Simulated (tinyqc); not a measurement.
Inside a calculation. Model: MESFET, gradual channel with velocity saturation.

tinyqc, about 0.05 s, one thread, Intel Xeon 2.30GHz (shared host): `OMP_NUM_THREADS=1 python tinyqc.py 2500011 2500012 out.jsonl` Printed values are rounded.

A uniformly doped n-type channel, depleted from the top by a Schottky gate; at channel potential V the depleted share of a is u = sqrt((Vbi - Vg + V)/Vp), s at the source. Electrons drift with v = mu E/(1 + mu E/vsat). Abrupt depletion edge, no series resistance, source at 0.

Parameters, values chosen for the exercise; material values close to those of indium phosphide:
- T = 273 K (temperature)
- eps_r = 12.6 (relative permittivity of the semiconductor)
- Nc = 5.03e17 cm^-3 (conduction-band density of states at T)
- Nd = 2.6e17 cm^-3 (donor density of the channel)
- a = 150 nm (channel thickness)
- mu = 2100 cm^2/(V s) (low-field mobility at this doping)
- vsat = 1.2e7 cm/s (saturation velocity)
- L = 2 um (gate length)
- W = 200 um (gate width)
- phiB = 0.63 V (Schottky barrier)
- Vg = 0 V (gate voltage)
- Vd = 0.57 V (drain voltage)

Constants: q = 1.602176634e-19 C, kB = 1.380649e-23 J/K, Vt = kB T/q, eps0 = 8.8541878128e-14 F/cm where lengths are in cm. Results are converted to the units shown.

Range of the model: The donor density is not small against Nc, so the Boltzmann form of the built-in voltage is rough.

## Built-in and pinch-off voltages

Vbi = phiB - Vt ln(Nc/Nd); Vp = q Nd a^2/(2 eps0 eps_r); G0 = q mu Nd a W/L; Z = mu Vp/(vsat L); s = sqrt((Vbi - Vg)/Vp). VT = Vbi - Vp.

Vbi = 0.614475 V
Vp = 4.20065 V
VT = -3.58618 V
G0 = 131.218 mS
Z = 3.67557
s = 0.382467

Z = 3.68: velocity saturation dominates.

## Current below saturation

u = sqrt((Vbi - Vg + Vd)/Vp). I = (G0 Vp/3) F/(1 + Z (u^2 - s^2)), F = 3 (u^2 - s^2) - 2 (u^3 - s^3), with u at V = Vd; Z = 0 gives constant mobility, for which u stops at 1.

u = 0.531012
F = 0.219511
I for Z = 0 = 40.3317 mA
I = 26.9102 mA

The falling mobility lowers the current by 33.3 %.

## Iteration 1: the saturation point by Newton steps

u at the start = 0.69

a is the channel (half-)thickness, Vp its pinch-off voltage and Z = mu Vp/(vsat L); an iterate with u > 1 is an overshoot, not a physical state. f = (1 - u)(1 + Z (u^2 - s^2)) - Z F/3, F = 3 (u^2 - s^2) - 2 (u^3 - s^3); f' = -(1 + Z (u^2 - s^2)); u(new) = u - f/f'.

f = 0.141410
f' = -2.21227
u after iteration 1 = 0.753921

## Iteration 2: the saturation point by Newton steps

As before.

f = -0.0106823
f' = -2.55152
u after iteration 2 = 0.749734

## Course of the iteration: the saturation point by Newton steps

Stop when u changes by less than 1e-10, or after 60 iterations.

Course of the iteration:
```
iteration         u  |change|
1          0.753921    0.0639
2          0.749734   4.19e-3
3          0.749715   1.92e-5
4          0.749715  4.01e-10
5          0.749715         0
```

Converged in 5 iterations. At the end the number of correct digits about doubles with each step.

## Saturation voltage, current and transconductance

um = 0.749715

Vdsat = Vp (um^2 - s^2); Isat = (G0 Vp/Z)(1 - um), which is q Nd vsat a W (1 - um); gm = G0 (um - s)/(1 + Z (um^2 - s^2)). For Z = 0: Vdsat = Vp (1 - s^2), Isat = (G0 Vp/3)(1 - 3 s^2 + 2 s^3), gm = G0 (1 - s).

Vdsat = 1.74660 V
Isat = 37.5337 mA
gm = 19.0603 mS
Vdsat for Z = 0 = 3.58618 V
Isat for Z = 0 = 123.663 mA
gm for Z = 0 = 81.0316 mS

The current saturates with 25.0 % of the channel still open at the drain, at 0.304 of the constant-mobility current.
